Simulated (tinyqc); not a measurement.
Inside a calculation. Method: coupled-perturbed Hartree-Fock on RHF in the sto-3g basis, for H2, spin multiplicity 1. One step of it, computed by the program tinyqc.

Task: Response to a field: uncoupled start. Field along z; U_ai = -mu_ai / (e_a - e_i), alpha = -4 sum U_ai mu_ai.

orbital energies (hartree): MO1 -0.482549, MO2 0.453590

dipole integrals <a|z|i> (bohr):
```
           i1
a2  -1.092498
```

Give: uncoupled U; uncoupled polarisability.

Result:

uncoupled U:
```
        i1
a2  1.1670
```

uncoupled polarisability = 5.0999 bohr^3
